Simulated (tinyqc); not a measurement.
# p-n heterojunction, non-linear Poisson equation by Newton steps, Boltzmann statistics: two studies

One dimension, material 1 (p-type) at x < 0 and material 2 (n-type) at x > 0. Band edges: Ec = -psi in material 1 and -psi + dEc in material 2, Ev = Ec - Eg. Flat quasi-Fermi levels: 0 for holes, +V for electrons. n = Nc F((EFn - Ec)/Vt), p = Nv F((Ev - EFp)/Vt), with F(eta) = exp(eta) (Boltzmann statistics); full ionisation, no interface charge, classical densities; the doping types are chosen for the exercise.

Inputs (values chosen for the exercise); band and dielectric values those of a made-up pair: temperature T = 250 K; band gap of material 1 Eg1 = 1.84 eV; relative permittivity of material 1 er1 = 10.6; conduction-band density of states of material 1 Nc1 = 7.91e19 cm^-3; valence-band density of states of material 1 Nv1 = 8.29e19 cm^-3; band gap of material 2 Eg2 = 1.14 eV; relative permittivity of material 2 er2 = 12.6; conduction-band density of states of material 2 Nc2 = 2.23e19 cm^-3; valence-band density of states of material 2 Nv2 = 1.74e19 cm^-3; conduction-band offset Ec2 - Ec1 dEc = -0.26 eV; acceptor density of material 1 N1 = 9.3e16 cm^-3; donor density of material 2 N2 = 5.2e15 cm^-3; bias of side 1 against side 2 V = 0 V.

Constants: q = 1.602176634e-19 C, kB = 1.380649e-23 J/K, Vt = kB T/q, eps0 = 8.8541878128e-14 F/cm where lengths are in cm. Results are converted to the units shown.

Each table varies one quantity; the others keep the values above.

## Effect of the donor density of material 2

Exact first integral: on each side D^2/(2 eps0 er) = G, G = q [Vt (nI_j - nI_b) + Vt (pI_j - pI_b) - C (psi_j - psi_b)], with C = -N1 or +N2, b the neutral end of that side, and nI, pI the densities themselves. D is continuous, so er1 G1(psi_j) = er2 G2(psi_j) fixes psi_j. Ends from Nv1 F((-psi_L - Eg1)/Vt) = N1 and Nc2 F((V + psi_R - dEc)/Vt) = N2. D is counted positive when psi rises towards material 2. Depletion (Anderson) capacitance C^2 = q eps0 er1 er2 N1 N2/(2 (er1 N1 + er2 N2)(psi_R - psi_L)). -dD/dV is the change of the displacement at the interface with both quasi-Fermi levels flat; it is the terminal capacitance only while neither side holds an inversion layer. n_j and p_j are densities at the interface.

Result of one run:

| N2 (cm^-3) | psi_R - psi_L (V) | psi_j - psi_L (V) | psi_R - psi_j (V) | D/q (cm^-2) | n_j in 1 (cm^-3) | p_j in 2 (cm^-3) | -dD/dV (nF/cm^2) | depletion C (nF/cm^2) |
|---|---|---|---|---|---|---|---|---|
| 1e17 | 1.317 | 0.7364 | 0.5808 | 8.825e11 | 3.981 | 2.070e10 | 55.49 | 54.57 |

What becomes of these results when the donor density of material 2 N2 is changed from 1e17 to 1.9e16 cm^-3, all else the same?

Result of the changed run:

| N2 (cm^-3) | psi_R - psi_L (V) | psi_j - psi_L (V) | psi_R - psi_j (V) | D/q (cm^-2) | n_j in 1 (cm^-3) | p_j in 2 (cm^-3) | -dD/dV (nF/cm^2) | depletion C (nF/cm^2) |
|---|---|---|---|---|---|---|---|---|
| 1.9e16 | 1.281 | 0.3708 | 0.9106 | 6.169e11 | 1.701e-7 | 4.844e17 | 4.622 | 32.65 |

The whole series:

| N2 (cm^-3) | psi_R - psi_L (V) | psi_j - psi_L (V) | psi_R - psi_j (V) | D/q (cm^-2) | n_j in 1 (cm^-3) | p_j in 2 (cm^-3) | -dD/dV (nF/cm^2) | depletion C (nF/cm^2) |
|---|---|---|---|---|---|---|---|---|
| 2.6e14 | 1.189 | 0.3515 | 0.8375 | 5.996e11 | 6.934e-8 | 1.188e18 | 0.02988 | 4.414 |
| 6.1e14 | 1.207 | 0.3517 | 0.8556 | 5.998e11 | 7.011e-8 | 1.175e18 | 0.07077 | 6.694 |
| 1.4e15 | 1.225 | 0.3523 | 0.8729 | 6.003e11 | 7.192e-8 | 1.146e18 | 0.1661 | 10.02 |
| 3.4e15 | 1.244 | 0.3538 | 0.8906 | 6.016e11 | 7.707e-8 | 1.069e18 | 0.4286 | 15.30 |
| 8e15 | 1.263 | 0.3576 | 0.9051 | 6.052e11 | 9.233e-8 | 8.925e17 | 1.179 | 22.66 |
| 1.9e16 | 1.281 | 0.3708 | 0.9106 | 6.169e11 | 1.701e-7 | 4.844e17 | 4.622 | 32.65 |
| 4.4e16 | 1.299 | 0.4745 | 0.8250 | 7.025e11 | 2.092e-5 | 3.939e15 | 43.33 | 44.01 |
| 1e17 | 1.317 | 0.7364 | 0.5808 | 8.825e11 | 3.981 | 2.070e10 | 55.49 | 54.57 |

As N2 goes from 2.6e14 to 1e17, the total bending rises from 1.19 to 1.32 V and the sheet charge D/q rises from 6.00e11 to 8.83e11 cm^-2; the share of the bending in material 1 goes from 29.6 through a minimum of 28.3 (at N2 = 8e15 among the rows listed) to 55.9 %. The capacitance departs most from the depletion formula at N2 = 2.6e14, where it is 99 % below it, and there the holes at the interface in material 2 outnumber its donors: an inversion layer has formed, which screens D from the bias.

## Effect of the acceptor density of material 1

Same model as above.

Effect of the acceptor density of material 1:

| N1 (cm^-3) | psi_R - psi_L (V) | psi_j - psi_L (V) | psi_R - psi_j (V) | D/q (cm^-2) | n_j in 1 (cm^-3) | p_j in 2 (cm^-3) | -dD/dV (nF/cm^2) | depletion C (nF/cm^2) |
|---|---|---|---|---|---|---|---|---|
| 4.6e15 | 1.189 | 0.6784 | 0.5103 | 1.881e11 | 5.450 | 1.512e10 | 13.16 | 12.92 |
| 1.1e16 | 1.207 | 0.4434 | 0.7641 | 2.332e11 | 4.178e-5 | 1.972e15 | 14.02 | 15.70 |
| 2.6e16 | 1.226 | 0.3685 | 0.8575 | 3.251e11 | 5.475e-7 | 1.505e17 | 2.198 | 17.50 |
| 6.1e16 | 1.244 | 0.3574 | 0.8870 | 4.900e11 | 1.394e-7 | 5.912e17 | 0.9381 | 18.41 |
| 1.4e17 | 1.262 | 0.3538 | 0.9084 | 7.383e11 | 5.142e-8 | 1.603e18 | 0.5363 | 18.78 |
| 3.4e17 | 1.281 | 0.3523 | 0.9291 | 1.148e12 | 1.975e-8 | 4.173e18 | 0.3238 | 18.87 |
| 7.9e17 | 1.300 | 0.3518 | 0.9478 | 1.748e12 | 8.271e-9 | 9.964e18 | 0.2074 | 18.84 |
| 1.9e18 | 1.318 | 0.3515 | 0.9670 | 2.710e12 | 3.398e-9 | 2.425e19 | 0.1323 | 18.74 |

What does the comparison show?

As N1 goes from 4.6e15 to 1.9e18, the total bending rises from 1.19 to 1.32 V and the sheet charge D/q rises from 1.88e11 to 2.71e12 cm^-2; the share of the bending in material 1 falls from 57.1 to 26.7 %. The capacitance departs most from the depletion formula at N1 = 1.9e18, where it is 99 % below it, and there the holes at the interface in material 2 outnumber its donors: an inversion layer has formed, which screens D from the bias. For N1 = 7.9e17, 1.9e18 a density at the interface exceeds 0.3 of the band density of states, which Boltzmann statistics overestimate.

Program tinyqc, `OMP_NUM_THREADS=1 python tinyqc.py 2040031 2040032 out.jsonl`; Intel Xeon 2.30GHz, shared host, one thread, about 0.07 s.
